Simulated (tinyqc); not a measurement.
What moves the results: donors with valley-orbit split 1s states. A value that a table varies takes the place of the one given here.

Each donor binds at most one electron, in any of its states. For a site s, W_s = sum over its states of g exp(E/kT), and the ionised share is 1/(1 + W_s exp(eta)), eta = (EF - Ec)/kT; n = Nc F_1/2(eta); neutrality n + NA = ND x (mean ionised share); holes are neglected. Nc from N = 2 (m kB T/(4 pi c))^(3/2) with c = hbar^2/2m0, in 1/angstrom^3; times 1e24 for 1/cm^3, m = md. F_j(eta) = (1/Gamma(j + 1)) integral_0^infinity x^j dx/(1 + exp(x - eta)), which tends to exp(eta) for eta << 0.

Mobility (Caughey-Thomas form): mu = mu0 + (mu1 (T/300)^(-ga) - mu0)/(1 + ((ND + NA)/Nr)^de); rho = 1/(e n mu), e = 1.602176634e-19 C.

Constants: hbar^2/2m0 = 3.80998211 eV angstrom^2; kB = 8.617333262e-05 eV/K.

Inputs chosen for the exercise (near those of P in Si; the results hold for these values, not for the real material):
```
symbol  value             unit        meaning
md      1.071             m0          density-of-states mass of the conduction band
E       (44.2, 32, 30.6)  meV         binding energies of 1s(A1), 1s(T2), 1s(E)
g       (2, 6, 4)                     their degeneracies with spin
ND      2.4e+15           1/cm^3      donors
NA      0                 1/cm^3      compensating acceptors, all ionised
T       200               K
mu0     67                cm^2/(V s)  mobility at heavy doping
mu1     1376              cm^2/(V s)  mobility at light doping and 300 K
Nr      1e+17             1/cm^3      reference doping
de      0.72                          doping exponent
ga      2.3                           temperature exponent
```

## What the excited states change

The last columns keep only the ground state of each site (g = 2).

Results:
```
T (K)  effective degeneracy     eta  n (1/cm^3)  n, ground states only  ratio
40                     2.25  -10.00    6.16e+13               6.53e+13  0.943
60                     2.85   -8.40    5.58e+14               6.50e+14  0.859
80                     3.58   -7.95    1.36e+15               1.59e+15  0.851
110                    4.61   -8.00    2.06e+15               2.23e+15  0.925
150                    5.73   -8.36    2.31e+15               2.37e+15  0.975
200                    6.77   -8.76    2.37e+15               2.39e+15  0.990
250                    7.53   -9.09    2.38e+15               2.40e+15  0.995
300                    8.11   -9.36    2.39e+15               2.40e+15  0.997
400                    8.91   -9.79    2.40e+15               2.40e+15  0.999
500                    9.44  -10.13    2.40e+15               2.40e+15  0.999
```

The effective degeneracy grows from 2.25 to 9.44. Excited states hold electrons back, so the ratio is never above 1; it is lowest, 0.851, at 80 K of those listed, and 0.997 at 300 K. At low T the excited states empty out, and at high T more donors are ionised (n is 100 % of ND - NA in the last row), so the effect is largest in between.

## Ionisation and resistivity against doping

NA = 0.

Results:
```
ND (1/cm^3)  n (1/cm^3)   n/ND  mu (cm^2/(V s))  rho (ohm cm)  rho at full ionisation
1.0e+14        9.99e+13  0.999             3473          18.0                    18.0
1.0e+15        9.94e+14  0.994             3376          1.86                    1.85
1.0e+16        9.48e+15  0.948             2948         0.223                   0.212
3.0e+16        2.61e+16  0.868             2482        0.0965                  0.0838
1.0e+17        7.08e+16  0.708             1782        0.0495                  0.0350
3.0e+17        1.57e+17  0.522             1137        0.0350                  0.0183
1.0e+18        3.36e+17  0.336              616        0.0301                  0.0101
2.0e+18        5.04e+17  0.252              423        0.0293                 0.00738
```

From 1e16 to 1e18 1/cm^3 rho falls by a factor 7.42, not 100: the mobility takes a factor 4.79 and incomplete ionisation 2.82. n/ND is below 0.9 from 3e+16 1/cm^3 on. From a few times 1e18 1/cm^3 on, depending on the dopant, the levels merge with the band, and already below that screening lowers the binding energy, so the last rows understate n.

## Compensation sets the slope of the freeze-out

NA = K ND. The slope energy is -d ln(n T^(-p))/d(1/kT) between 30 and 36 K, with p = 3/4 for K = 0 and p = 3/2 otherwise.

Results:
```
K       n(30 K) (1/cm^3)  n(36 K) (1/cm^3)  slope energy (meV)
0               6.17e+12          2.87e+13               21.69
0.0010          5.09e+12          2.75e+13               21.91
0.010           1.48e+12          1.90e+13               35.29
0.050           3.02e+11          6.24e+12               42.73
0.20            6.37e+10          1.38e+12               43.47
0.50            1.59e+10          3.46e+11               43.51
```

Without acceptors the slope is 21.69 meV, against half the ground-state energy, 22.10; with K = 0.05 it is 42.73 meV, against the full 44.2. The full energy (less a few meV where excited levels lie within a few kT) shows where n is far below NA, since the acceptors then hold EF near the donor level: n(36 K)/NA is 11 for K = 0.001 and 0.052 for K = 0.05; for K = 0.001 the sample is still in or near the uncompensated regime, where p = 3/2 is the wrong power, so that slope means little.

## What moves the carrier density

All results formed anew. Each row changes one parameter from the base and keeps the others.

Results:
```
case                         eta  n (1/cm^3)  rho (ohm cm)
base                      -8.763   2.367e+15        0.8044
E = (49.2, 32, 30.6) meV  -8.765   2.364e+15        0.8055
md = 1.178 m0             -8.904   2.372e+15        0.8030
ND = 4.8e+15 1/cm^3       -8.083   4.673e+15        0.4240
NA = 2.4e+14 1/cm^3       -8.869   2.131e+15        0.8978
T = 230 K                 -8.968   2.380e+15         1.103
Nr = 2e+17 1/cm^3         -8.763   2.367e+15        0.7846
```

The largest shifts from the base row, up to three for each result and ties (the steps differ in size, so this ranks the rows, not the parameters). eta: ND +0.680, T -0.205, md -0.141; unchanged at the printed digits by Nr. n (1/cm^3): ND +2.31e+15, NA -2.37e+14, T +1.21e+13; unchanged at the printed digits by Nr. rho (ohm cm): ND -0.380, T +0.299, NA +0.0934.

(tinyqc, `OMP_NUM_THREADS=1 python tinyqc.py 1680062 1680063 out.jsonl`, Intel(R) Xeon(R) Processor @ 2.30GHz, 1 thread, shared host, about 0.01 s.)
